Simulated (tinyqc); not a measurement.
Minority-electron transport through the base of a bipolar transistor (Moll-Ross and Kroemer integrals): one step, computed by the program tinyqc.

Low injection, one dimension, x from the emitter edge (0) to the collector edge (W), s = x/W. Recombination is treated as a small correction (valid for tau_B well below tau_n), computed from the stored charge.

Task: Gain and speed. Emitter-limited gain beta_E = G_E/G_B; recombination-limited gain beta_R = tau_n/tau_B; 1/beta = 1/beta_E + 1/beta_R; f_T from the base alone = 1/(2 pi tau_B).

Inputs (values chosen for the exercise, modelled on silicon): electron lifetime tau_n = 92 ns; emitter Gummel number G_E = 1.1e+14 s/cm^4; temperature T = 300 K.

Base doping profile: Gaussian. Gap grading: linear. Exit of the base: saturation velocity.

base Gummel number G_B = 2.641229e+12 s/cm^4

base transit time tau_B = 7.612389 ps

Give: beta_E; beta_R; current gain beta; f_T from the base alone.

Result:

beta_E = 41.65

beta_R = 12086

current gain beta = 41.50

f_T from the base alone = 20.91 GHz

The gain is limited mainly by hole injection into the emitter (100 % of the base current).
